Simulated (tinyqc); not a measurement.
Avalanche multiplication and breakdown of a junction from ionisation integrals: one step, computed by the program tinyqc.

Ionisation coefficients follow the local field. Position x runs through the depletion layer from the p side (x = 0), where electrons enter, to the n side (x = w), where holes enter. The built-in voltage is neglected.

Question. Multiplication and noise. M_n = 1/(1 - I_n), M_p = M_n exp(-Phi(w)); McIntyre excess noise for the carrier with the larger M, F_x = k M + (1 - k)(2 - 1/M), with k = (smaller M - 1)/(larger M - 1).

Junction: one-sided abrupt n+p.

Every 50th point:
```
x (micrometre)  F (MV/cm)  alpha_n (1/cm)  alpha_p (1/cm)            Phi   I_n up to x
0.000000        0.0000000               0               0              0             0
0.940277        0.0544462    1.433513e-18    5.930375e-13  -1.329552e-18  2.552083e-24
1.880554        0.1088924    2.756378e-06    1.061495e-03  -8.612929e-09  1.727323e-11
2.820831        0.1633386    3.427555e-02    1.288832e+00  -2.214552e-05  4.662296e-07
3.761108        0.2177847    3.822147e+00    4.490924e+01  -1.260559e-03  8.978374e-05
4.701385        0.2722309    6.466973e+01    3.781110e+02  -1.485901e-02  2.326876e-03
5.641662        0.3266771    4.262164e+02    1.564858e+03  -7.772362e-02  2.230940e-02
6.581939        0.3811233    1.639002e+03    4.316048e+03  -2.517484e-01  1.263562e-01
7.522216        0.4355695    4.500820e+03    9.237292e+03  -5.978220e-01  5.500218e-01
```

Give: M_n; M_p; effective k; excess noise factor.

Answer.

M_n = 2.2223

M_p = 4.0405

effective k = 0.40201

excess noise factor = 2.6723

Injecting holes gives the larger gain and, at equal gain, the lower noise.
